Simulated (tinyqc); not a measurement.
Abrupt p-n junction, non-linear Poisson equation by Newton steps: effect of temperature.

One dimension, p side on the left, n side on the right; net doping C = -Na for x < 0 and +Nd for x > 0. The potential psi is counted from the intrinsic level, and the quasi-Fermi potentials are flat: 0 for holes and -V for electrons, so n = ni exp((psi + V)/Vt) and p = ni exp(-psi/Vt) (Boltzmann statistics, full ionisation, no current).

Nc and Nv are given at 300 K and scale as (T/300 K)^1.5; Eg and eps_r are held fixed and ionisation stays complete. ni = sqrt(Nc Nv) exp(-Eg/(2 Vt)), Eg in volts. Depletion approximation: Vbi = Vt ln(Na Nd/ni^2), W = sqrt(2 eps0 eps_r (Vbi - V)(1/Na + 1/Nd)/q), xp = W Nd/(Na + Nd), xn = W Na/(Na + Nd), peak field 2 (Vbi - V)/W, capacitance eps0 eps_r/W. Exact first integral for an abrupt junction with thick neutral sides: psi_p = -Vt ln(Na/ni), psi_n = Vt ln(Nd/ni) - V, psi_j = (Nd psi_n + Na psi_p - Vt (Nd - Na))/(Na + Nd) at the junction, n_j = ni exp((psi_j + V)/Vt), p_j = ni exp(-psi_j/Vt), and E_j^2 = (2 q/(eps0 eps_r)) [Nd (psi_n - psi_j - Vt) + Vt (n_j + p_j)] (minority densities of the neutral sides neglected).

Parameters, values chosen for the exercise; band and dielectric values close to those of silicon: band gap Eg = 1.1 eV; relative permittivity eps_r = 11.7; conduction-band density of states at the reference temperature Nc = 2.84e19 cm^-3; valence-band density of states at the reference temperature Nv = 2.66e19 cm^-3; acceptor density of the p side Na = 1.6e18 cm^-3; donor density of the n side Nd = 1.3e17 cm^-3; bias of the p side against the n side V = 0 V.

Constants: q = 1.602176634e-19 C, kB = 1.380649e-23 J/K, Vt = kB T/q, eps0 = 8.8541878128e-14 F/cm where lengths are in cm. Results are converted to the units shown.

The same in every row: share of W on the n side (%) = 92.486.

Result of one run:

| T (K) | ni (cm^-3) | Vbi (V) | W (nm) | peak field, depletion (kV/cm) | peak field, exact (kV/cm) |
|---|---|---|---|---|---|
| 240 | 5.5494e7 | 0.94431 | 100.78 | 187.40 | 183.64 |

What becomes of these results when the temperature T is changed from 240 to 440 K, all else the same?

Result of the changed run:

| T (K) | ni (cm^-3) | Vbi (V) | W (nm) | peak field, depletion (kV/cm) | peak field, exact (kV/cm) |
|---|---|---|---|---|---|
| 440 | 2.4484e13 | 0.74562 | 89.552 | 166.52 | 163.52 |

The whole series:

| T (K) | ni (cm^-3) | Vbi (V) | W (nm) | peak field, depletion (kV/cm) | peak field, exact (kV/cm) |
|---|---|---|---|---|---|
| 200 | 2.0681e5 | 0.97968 | 102.65 | 190.88 | 187.63 |
| 240 | 5.5494e7 | 0.94431 | 100.78 | 187.40 | 183.64 |
| 280 | 3.1231e9 | 0.90720 | 98.780 | 183.68 | 179.57 |
| 320 | 6.5921e10 | 0.86861 | 96.656 | 179.73 | 175.50 |
| 360 | 7.2146e11 | 0.82873 | 94.411 | 175.56 | 171.45 |
| 400 | 4.9752e12 | 0.78769 | 92.044 | 171.15 | 167.45 |
| 440 | 2.4484e13 | 0.74562 | 89.552 | 166.52 | 163.52 |
| 480 | 9.3440e13 | 0.70260 | 86.931 | 161.65 | 159.67 |

ni rises from 2.07e5 to 9.34e13 cm^-3, while Vbi falls from 0.980 to 0.703 V, on average -0.990 mV/K; W falls from 103 to 86.9 nm. The depletion field is 1.7 % above the exact one in the first row and 1.2 % above it in the last.

tinyqc, about 0.01 s, one thread, Intel Xeon 2.30GHz (shared host): `OMP_NUM_THREADS=1 python tinyqc.py 2000074 2000075 out.jsonl`
